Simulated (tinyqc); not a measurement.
Peak against initial coverage: adsorption as a lattice gas: isotherms with interactions, competition, desorption peaks and saturation dose. Computed by tinyqc, a small Python program. Command: `OMP_NUM_THREADS=1 python tinyqc.py 3017497 3017498 out.jsonl adsorb walk`. One thread of a shared host (Intel(R) Xeon(R) Processor @ 2.30GHz), about 0.2 s of CPU time with the checks.

One adsorbate per site; a molecule needs 2 empty sites. Gas and surface have the same temperature.

Inputs (values chosen for the exercise, for a model surface):
```
quantity                           value  unit
desorption energy E                 1.95    eV
prefactor nu                     4.2e+14   1/s
pair energy w (positive repels)   -0.051    eV
neighbours z                           4     -
heating rate beta                    7.4   K/s
```

Adsorption: dissociative (second order).

Constants: k_B = 8.617333262e-05 eV/K.

Method. Heating at the rate beta: d theta/dT = -(nu/beta) theta^2 exp(-[E - 2 z w theta]/(k_B T)). Integrated numerically (relative tolerance 1e-9); T_p is the maximum of the rate.

Peak temperatures (K):
```
theta_0   w = 0  with w
0.1      696.54  708.38
0.3      675.05  708.94
0.5      665.49  720.40
0.7      659.33  734.73
0.9      654.80  750.53
```

What follows from these numbers?

Without interaction the peak moves down by 41.7 K, the mark of second order; with w it moves by +42.1 K.

Extremes, crossings and ranges named in words are read from the listed rows.
